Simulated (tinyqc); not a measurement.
# Undoped symmetric double-gate MOSFET, analytic potential model: effect of the gate work function less that of the intrinsic body

An undoped body of thickness ts between two equal insulators and tied gates; long channel, electrons only, n = ni exp((psi - V)/Vt) with V the quasi-Fermi potential (0 at the source, Vd at the drain), constant mobility, no quantisation. Across the body psi(x) = V - 2 Vt ln[(ts/(2 beta)) sqrt(q ni/(2 eps0 eps_r Vt)) cos(2 beta x/ts)], x from the centre. Q is the electron charge per area of the whole body.

ni = sqrt(Nc Nv) exp(-Eg/(2 Vt)), Eg in volts; r = eps_r tox/(eox ts); V0 = dphi + 2 Vt ln[(2/ts) sqrt(2 eps0 eps_r Vt/(q ni))]. beta (between 0 and pi/2) solves (Vg - V0 - V)/(2 Vt) = ln(beta) - ln(cos beta) + 2 r beta tan(beta). Q = 8 eps0 eps_r Vt beta tan(beta)/ts; I = mu (1/L)(4 eps0 eps_r/ts)(2 Vt)^2 [g(beta_s) - g(beta_d)] per width, g = beta tan(beta) - beta^2/2 + r beta^2 tan^2(beta), with beta_s at V = 0 and beta_d at V = Vd.  I(low) is taken at Vg = 0.31 V, Qs and I(high) at Vg = 1.06 V.

Inputs (values chosen for the exercise); material values close to those of In0.53Ga0.47As:
```
symbol    value        unit                                      meaning
T           300           K                                  temperature
Eg        0.743          eV                                     band gap
eps_r      13.7               relative permittivity of the semiconductor
Nc      2.12e17       cm^-3       conduction-band density of states at T
Nv       7.8e18       cm^-3          valence-band density of states at T
eox        24.6              relative permittivity of the gate insulator
tox          10          nm                          insulator thickness
ts           10          nm                               body thickness
mu          120  cm^2/(V s)                             channel mobility
L           0.1          um                                  gate length
Vd          0.1           V                                drain voltage
```

Constants: q = 1.602176634e-19 C, kB = 1.380649e-23 J/K, Vt = kB T/q, eps0 = 8.8541878128e-14 F/cm where lengths are in cm. Results are converted to the units shown.

Effect of the gate work function less that of the intrinsic body:
```
dphi (V),V0 (V),I(low) (nA/um),Qs(high) (nC/cm^2),I(high) (uA/um)
0.03,0.4066,175.7,2341,257.1
0.08,0.4566,26.13,2143,233.5
0.13,0.5066,3.794,1946,210.2
0.18,0.5566,0.5487,1751,187.1
0.23,0.6066,0.07933,1559,164.3
0.28,0.6566,0.01147,1369,141.9
0.33,0.7066,0.001658,1182,120.0
```

Read the table: what changes, and by how much?

As dphi goes from 0.03 to 0.33 V, I(low) falls from 176 to 0.00166 nA/um and I(high) falls from 257 to 120 uA/um. V0 rises from 0.407 to 0.707 V. In every row the surface density at the source at the higher gate voltage passes 0.3 Nc, where Boltzmann statistics fail.

Numbers from tinyqc (`OMP_NUM_THREADS=1 python tinyqc.py 2440084 2440085 out.jsonl`; about 0.01 s on one thread of a shared Intel Xeon 2.30GHz).
